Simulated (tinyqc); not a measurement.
# Abrupt p-n junction, non-linear Poisson equation by Newton steps: effects of single changes

One dimension, p side on the left, n side on the right; net doping C = -Na for x < 0 and +Nd for x > 0. The potential psi is counted from the intrinsic level, and the quasi-Fermi potentials are flat: 0 for holes and -V for electrons, so n = ni exp((psi + V)/Vt) and p = ni exp(-psi/Vt) (Boltzmann statistics, full ionisation, no current).

Values chosen for this exercise; band and dielectric values those of a made-up semiconductor: temperature T = 300 K; band gap Eg = 0.985 eV; relative permittivity eps_r = 11; conduction-band density of states at T Nc = 2.65e19 cm^-3; valence-band density of states at T Nv = 2.44e19 cm^-3; acceptor density of the p side Na = 3.4e15 cm^-3; donor density of the n side Nd = 5.6e15 cm^-3; bias of the p side against the n side V = 0 V.

Constants: q = 1.602176634e-19 C, kB = 1.380649e-23 J/K, Vt = kB T/q, eps0 = 8.8541878128e-14 F/cm where lengths are in cm. Results are converted to the units shown.

Each table varies one quantity; the others keep the values above.

## Capacitance and field against bias

The Poisson equation d/dx(eps0 eps_r dpsi/dx) = -q (p - n + C) is solved on a mesh of more than 1000 nodes that ends in neutral material (psi_p = -Vt ln(Na/ni), psi_n = Vt ln(Nd/ni) - V). C_j = q d/dV of the integral of p over x, from the linearised equation. ni = sqrt(Nc Nv) exp(-Eg/(2 Vt)), Eg in volts. Depletion approximation: Vbi = Vt ln(Na Nd/ni^2), W = sqrt(2 eps0 eps_r (Vbi - V)(1/Na + 1/Nd)/q), xp = W Nd/(Na + Nd), xn = W Na/(Na + Nd), peak field 2 (Vbi - V)/W, capacitance eps0 eps_r/W. The last column applies it to an abrupt Na-Nd junction.

Results:
```
V (V),peak |E| (kV/cm),C_j (nF/cm^2),1/C_j^2 (cm^4/uF^2),eps0 eps_r/C_j (nm),abrupt depletion C (nF/cm^2)
0,18.37,18.45,2938,527.9,17.54
-0.44,25.37,13.36,5604,729.1,13.00
-0.89,30.94,10.96,8330,888.9,10.76
-1.33,35.54,9.536,1.100e4,1021,9.403
-1.78,39.71,8.537,1.372e4,1141,8.441
-2.67,46.86,7.233,1.911e4,1347,7.175
-3.11,50.02,6.776,2.178e4,1437,6.728
-3.56,53.06,6.388,2.451e4,1525,6.348
-4,55.87,6.067,2.717e4,1605,6.032
```

Estimate the missing row, V = -2.22 V.

Computed row:
```
V (V),peak |E| (kV/cm),C_j (nF/cm^2),1/C_j^2 (cm^4/uF^2),eps0 eps_r/C_j (nm),abrupt depletion C (nF/cm^2)
-2.22,43.39,7.812,1.639e4,1247,7.738
```

With this row back in the table: With V going from 0 to -4 V, C_j falls from 18.4 to 6.07 nF/cm^2 and the peak field rises from 18.4 to 55.9 kV/cm. The slope of 1/C_j^2, read as N = 2/(q eps0 eps_r |slope|), gives 2.12e15 cm^-3 between the first two rows and 2.12e15 cm^-3 between the last two, against Na Nd/(Na + Nd) = 2.12e15 cm^-3; the slopes of all rows agree within 0.01 %, as for uniform doping at both edges. At the end C_j goes as (Vbi - V)^(-0.51) with Vbi = 0.537 V, and it is 0.57 % above the abrupt depletion formula (at the first row 5.2 % above it).

## Effect of the doping Na

Exact first integral for an abrupt junction with thick neutral sides: psi_p = -Vt ln(Na/ni), psi_n = Vt ln(Nd/ni) - V, psi_j = (Nd psi_n + Na psi_p - Vt (Nd - Na))/(Na + Nd) at the junction, n_j = ni exp((psi_j + V)/Vt), p_j = ni exp(-psi_j/Vt), and E_j^2 = (2 q/(eps0 eps_r)) [Nd (psi_n - psi_j - Vt) + Vt (n_j + p_j)] (minority densities of the neutral sides neglected).

The same in every row: ni (cm^-3) = 1.3542e11.

Results:
```
Na (cm^-3),Vbi (V),W (nm),share of W on the n side (%),"peak field, depletion (kV/cm)","peak field, exact (kV/cm)"
1.9e14,0.46214,1748.6,3.2815,5.2859,5.9348
4.9e14,0.48663,1145.9,8.0460,8.4934,8.3066
1.3e15,0.51185,768.00,18.841,13.329,12.663
3.4e15,0.53671,555.38,37.778,19.328,18.374
9.1e15,0.56216,444.02,61.905,25.321,24.129
6.4e16,0.61259,380.31,91.954,32.215,31.388
1.7e17,0.63784,378.21,96.811,33.730,36.105
```

Estimate the missing row, Na = 2.4e16 cm^-3.

Computed row:
```
Na (cm^-3),Vbi (V),W (nm),share of W on the n side (%),"peak field, depletion (kV/cm)","peak field, exact (kV/cm)"
2.4e16,0.58723,396.53,81.081,29.618,28.311
```

With this row back in the table: As Na rises, Vbi rises from 0.462 to 0.638 V, 59.5 mV a decade (Vt ln 10), and W falls from 1750 to 378 nm. The exponent d ln W/d ln Na is -0.45 between the first two rows and -0.01 between the last two: the lighter-doped side sets the width, and Na passes Nd = 5.6e15 cm^-3 within the table. The depletion field is 11 % below the exact one in the first row and 6.6 % below it in the last.

Numbers from tinyqc (`OMP_NUM_THREADS=1 python tinyqc.py 2000171 2000172 out.jsonl`; about 0.01 s on one thread of a shared Intel Xeon 2.30GHz).
